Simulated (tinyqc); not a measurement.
Short-channel transistor, virtual-source model with series resistance: effect of the temperature on the on and off currents.

The current per gate width is the charge at the top of the source barrier (the virtual source) times its velocity times a saturation function; al and be are fitting constants of the model. Units: I in uA/um, Rs in ohm um, so I Rs = 1e-6 I Rs in volts; Q in uC/cm^2, so I = 1e-4 Q vx0 Fsat with vx0 in cm/s.

Intrinsic voltages Vg' = Vgs - I Rs, Vd' = Vds - 2 I Rs. n = n0 + nd Vd', VT = VT0 - dl Vd', Ff = 1/(1 + exp((Vg' - VT + al Vt/2)/(al Vt))), Q = Cinv n Vt ln(1 + exp((Vg' - VT + al Vt Ff)/(n Vt))), Vdsat = (vx0 L/mu)(1 - Ff) + Vt Ff, Fsat = u/(1 + u^be)^(1/be) with u = Vd'/Vdsat, and I = Q vx0 Fsat per width. I is solved self-consistently. Ion is I at Vgs = Vds = 0.5 V, Ioff at Vgs = 0, Vds = 0.5 V, and Rlin = Vds/I at Vgs = 0.5 V, Vds = 0.05 V. mu, vx0, VT0, dl and n0 are held fixed.

Parameters, values chosen for the exercise:
- Cinv = 3.12 uF/cm^2 (inversion capacitance)
- vx0 = 2.41e7 cm/s (velocity at the virtual source)
- mu = 160 cm^2/(V s) (apparent mobility)
- L = 20 nm (channel length)
- VT0 = 0.317 V (threshold at zero drain voltage)
- dl = 0.155 V/V (drain-induced barrier lowering)
- n0 = 1.15 (subthreshold factor)
- nd = 0.1 1/V (growth of n with drain voltage)
- al = 3.5 (threshold shift (in units of Vt) from weak to strong inversion)
- be = 1.8 (sharpness of saturation)
- Rs = 200 ohm um (series resistance of each contact)

Constants: q = 1.602176634e-19 C, kB = 1.380649e-23 J/K, Vt = kB T/q. Results are converted to the units shown.

Results:
```
T (K)	Ion (uA/um)	Ioff (nA/um)	log10(Ion/Ioff)	Rlin (ohm um)
200	578.4	24.53	4.373	626.1
260	593.5	405.0	3.166	616.3
290	601.6	1048	2.759	611.1
320	609.9	2246	2.434	605.9
350	618.4	4179	2.170	600.7
380	627.1	6984	1.953	595.8
410	635.7	1.074e4	1.772	590.9
```

Estimate the missing row, T = 230 K.

Computed row:
```
T (K)	Ion (uA/um)	Ioff (nA/um)	log10(Ion/Ioff)	Rlin (ohm um)
230	585.7	120.3	3.687	621.4
```

With this row back in the table: As T goes from 200 to 410 K, Ion rises from 578 to 636 uA/um, Ioff rises from 24.5 to 10700 nA/um and Rlin falls from 626 to 591 ohm um. Ion changes by a factor of 1.10 and Ioff by 438. For T = 290 to 410 K the off current passes 1 uA/um, so the device is hardly off at Vgs = 0.

Numbers from tinyqc (`OMP_NUM_THREADS=1 python tinyqc.py 2380070 2380071 out.jsonl`; about 0.01 s on one thread of a shared Intel Xeon 2.30GHz).
